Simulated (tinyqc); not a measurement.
Gas flow in a process chamber: flow regimes, conductance, effective pumping speed, pump-down, outgassing and purge: one step, computed by the program tinyqc. Command: `OMP_NUM_THREADS=1 python tinyqc.py 3121135 3121136 out.jsonl pump walk`. One thread of a shared host (Intel(R) Xeon(R) Processor @ 2.30GHz), about 0.06 s of CPU time with the checks.

Ideal gas, isothermal flow, a pump of constant speed at the end of a round pipe; process gas, volume gas and outgassing are given the same properties. 1 sccm = 101325 Pa x 1e-6 m^3/60 s x T/273.15 K.

Task: Molecular flow. Mean speed c = sqrt(8 k_B T/(pi m)); aperture conductance C_a = c pi d^2/16; molecular pipe C_m = C_a/(1 + 3 l/(4 d)) (Dushman form); viscous pipe C_v = pi d^4 p_mean/(128 eta l); Knudsen interpolation C = C_v + C_m (1 + x)/(1 + 1.24 x), x = d p_mean sqrt(m/(k_B T))/eta. Effective speed 1/S_eff = 1/S + 1/C_m; time constant V/S_eff; pressure at which the free path k_B T/(sqrt2 pi d_m^2 p) equals d.

Inputs (values chosen for the exercise, modelled on nitrogen near room temperature):
```
quantity            value   unit
molar mass M        28.01  g/mol
molecular diameter   0.37     nm
temperature T         300      K
chamber volume V       10      L
pipe diameter d        25     cm
pipe length l          41     cm
pump speed S         3400    L/s
```

Constants: k_B = 1.380649e-23 J/K; u = 1.6605390666e-27 kg.

Give: mean speed c; C_a; C_m; S_eff in molecular flow; time constant; pressure where the free path equals d.

Result:

mean speed c = 476.20 m/s

C_a = 5843.9 L/s

C_m = 2620.6 L/s

S_eff in molecular flow = 1479.9 L/s

time constant = 0.0067571 s

pressure where the free path equals d = 0.027239 Pa

The pipe passes on 44 % of the pump speed.
